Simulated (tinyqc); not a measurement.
Bandgap voltage reference from two bipolar transistors: one step of the calculation.

Two transistors of area 1 and N carry the same current I. Is(T) = Is (T/T0)^eta exp[(Vg0 q/kB)(1/T0 - 1/T)], VBE1 = Vt ln(I/Is(T)) + I rb, VBE2 = Vt ln(I/(N Is(T))) + I rb/N. The amplifier forces I R1(T) = VBE1 - VBE2 + Vos, with R(T) = R (1 + tc (T - T0)) for both resistors, and the output is Vref = VBE1 + I R2(T). Base currents and the Early effect are neglected.

Task. Operating point at the reference temperature. Vt = kB T/q; I = (Vt ln N + Vos)/(R1(T) - rb (1 - 1/N)). Evaluate at T = T0.

Values chosen for this exercise; values of the order met in silicon bipolar transistors: reference temperature T0 = 323 K; band-gap voltage extrapolated to 0 K Vg0 = 1.153 V; temperature exponent of the saturation current eta = 3.8; saturation current of the unit transistor at T0 Is = 1.1e-16 A; area ratio of the second transistor N = 8; resistor across which the difference of VBE falls, at T0 R1 = 8.3 kohm; temperature coefficient of both resistors tc = -1500 ppm/K; offset of the amplifier Vos = 0 mV; series resistance of the unit transistor rb = 16 ohm; output resistor at T0 R2 = 77.34 kohm.

Constants: q = 1.602176634e-19 C, kB = 1.380649e-23 J/K. Results are converted to the units shown.

Find: Vt; I; Is(T); VBE1; I R2; Vref.

Result.

Vt = 0.02783 V
I = 6.985 uA
Is(T) = 1.100e-16 A
VBE1 = 0.6925 V
I R2 = 0.5402 V
Vref = 1.233 V

Program tinyqc, `OMP_NUM_THREADS=1 python tinyqc.py 2062159 2062160 out.jsonl`; Intel Xeon 2.30GHz, shared host, one thread, about 0.01 s.
